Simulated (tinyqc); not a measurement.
Two coupled magnetic layers: synthetic antiferromagnet, spin flop, exchange bias and magnetoresistance: one step, computed by the program tinyqc.

Moments lie in the plane at the angles p1, p2 from the field. Energy per area: E = J1 cos(p1 - p2) + J2 cos^2(p1 - p2) - B M_s (t1 cos p1 + t2 cos p2) + K (t1 sin^2 p1 + t2 sin^2 p2).

Question. Saturation field. The parallel state is stable while the Hessian at p1 = p2 = 0 is positive: with c = J1 + 2 J2 and u = B M_s + 2K, (u t1 - c)(u t2 - c) > c^2, so B_sat M_s = c (1/t1 + 1/t2) - 2K. B_K = 2K/M_s.

Inputs (values chosen for the exercise, for a model stack):
```
quantity                         value    unit
saturation magnetisation M_s      1130    kA/m
thickness t1                       2.9      nm
thickness t2                       2.9      nm
antiferromagnetic coupling J1     0.18  mJ/m^2
biquadratic coupling J2              0  mJ/m^2
in-plane anisotropy K             0.63  kJ/m^3
field over the saturation field   0.27       -
```

Field direction: along the easy axis.

Give: exchange field c (1/t1 + 1/t2)/M_s; B_K; saturation field B_sat; applied field B.

Answer.

exchange field c (1/t1 + 1/t2)/M_s = 109.9 mT

B_K = 1.115 mT

saturation field B_sat = 108.7 mT

applied field B = 29.36 mT
